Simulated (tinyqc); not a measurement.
Small-signal admittance of a forward-biased p+-n diode: one step of the calculation.

Holes injected into a neutral base of width wb with an ohmic contact at its end; low injection, p0 far above the equilibrium density. A small voltage v exp(i w t), w = 2 pi f, modulates the edge density by p0 v/Vt, and the small-signal density obeys Dp d2p/dx2 = (1/tau + i w) p.

Task. The same by finite differences. 9 equal intervals, h = wb/9; u = small-signal density over its edge value, u_0 = 1, u_9 = 0; u_(i-1) + b u_i + u_(i+1) = 0 with b = -2 - h^2 (1/tau + i w)/Dp; Y = (q Dp p0/(Vt h)) (-b/2 - u_1), which includes the half box at the edge.

Inputs (values chosen for the exercise); permittivity close to that of gallium arsenide:
- T = 275 K (temperature)
- Dp = 6.8 cm^2/s (hole diffusion coefficient)
- tau = 3e-7 s (hole lifetime)
- wb = 50 um (width of the neutral base)
- p0 = 1.3e13 cm^-3 (excess hole density at the junction edge)
- f = 5e5 Hz (signal frequency)

Constants: q = 1.602176634e-19 C, kB = 1.380649e-23 J/K, Vt = kB T/q. Results are converted to the units shown.

Wanted: b; u; Y on the mesh.

Result.

b = -2.151-0.143i

| node | u |
|---|---|
| 1 | 0.6472-0.1073i |
| 2 | 0.4076-0.1385i |
| 3 | 0.2494-0.1326i |
| 4 | 0.1479-0.1111i |
| 5 | 0.0845-0.0854i |
| 6 | 0.0462-0.0605i |
| 7 | 0.0234-0.0383i |
| 8 | 0.0097-0.0184i |

Y on the mesh = 0.4609+0.1921i S/cm^2

Numbers from tinyqc (`OMP_NUM_THREADS=1 python tinyqc.py 2890215 2890216 out.jsonl`; about 0.01 s on one thread of a shared Intel Xeon 2.30GHz).
